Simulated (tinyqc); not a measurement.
Isotype n-N heterojunction, non-linear Poisson equation by Newton steps, Fermi-Dirac statistics: one step of the calculation.

One dimension, material 1 (n-type) at x < 0 and material 2 (n-type) at x > 0. Band edges: Ec = -psi in material 1 and -psi + dEc in material 2, Ev = Ec - Eg. Equilibrium, Fermi level at 0. n = Nc F((EFn - Ec)/Vt), p = Nv F((Ev - EFp)/Vt), with F(eta) = F_1/2(eta) = (2/sqrt(pi)) int_0^infinity sqrt(u) du/(1 + exp(u - eta)) (Fermi-Dirac statistics); full ionisation, no interface charge, classical densities; the doping types are chosen for the exercise.

Problem. Newton step. Solve the tridiagonal system a_(i-1) d_(i-1) + b_i d_i + a_i d_(i+1) = -F_i for nodes 1 to 12, with d = 0 on fixed nodes. Each component d is damped to sign(d) Vt ln(1 + |d|/Vt) before it is added.

Inputs (values chosen for the exercise): temperature T = 300 K.

Constants: q = 1.602176634e-19 C, kB = 1.380649e-23 J/K, Vt = kB T/q. Results are converted to the units shown.

```
interval,coupling a_i (F/cm^2)
0,1.8308660e-7
1,2.3482846e-7
2,3.1493030e-7
3,4.0609433e-7
4,5.2951515e-7
5,6.8803243e-7
6,9.2875277e-7
7,8.1634356e-7
8,6.9340025e-7
9,5.9027919e-7
10,5.0045409e-7
11,4.2949418e-7
12,3.5970138e-7
```

```
node,diagonal b (F/cm^2),residual F (C/cm^2)
1,-2.3126798e-6,~0
2,-1.9988026e-6,~0
3,-1.8199882e-6,~0
4,-1.7837423e-6,~0
5,-1.8689857e-6,~0
6,-2.1166422e-6,-1.8983573e-7
7,-2.4656417e-6,1.8983573e-7
8,-2.3572818e-6,~0
9,-2.2802958e-6,~0
10,-2.2640351e-6,~0
11,-2.3047819e-6,~0
12,-2.4124931e-6,~0
```

```
node,psi at the start (V)
0,-0.06265283
1,-0.06265283
2,-0.06265283
3,-0.06265283
4,-0.06265283
5,-0.06265283
6,-0.06265283
7,-0.26705139
8,-0.26705139
9,-0.26705139
10,-0.26705139
11,-0.26705139
12,-0.26705139
13,-0.26705139
```

Give: Newton step d, before damping; psi after iteration 1.

Solution.

```
node,"Newton step d, before damping (V)"
1,-0.000035
2,-0.000348
3,-0.002179
4,-0.009498
5,-0.030323
6,-0.075061
7,0.055798
8,0.021382
9,0.006999
10,0.001920
11,0.000431
12,0.000077
```

```
node,psi after iteration 1 (V)
0,-0.06265
1,-0.06269
2,-0.06300
3,-0.06475
4,-0.07074
5,-0.08272
6,-0.09786
7,-0.23732
8,-0.25147
9,-0.26086
10,-0.26520
11,-0.26662
12,-0.26697
13,-0.26705
```

tinyqc, about 0.1 s, one thread, Intel Xeon 2.30GHz (shared host): `OMP_NUM_THREADS=1 python tinyqc.py 2040052 2040053 out.jsonl`

~0 in a residual or rate marks an entry under 1e-11 of the largest of its column.
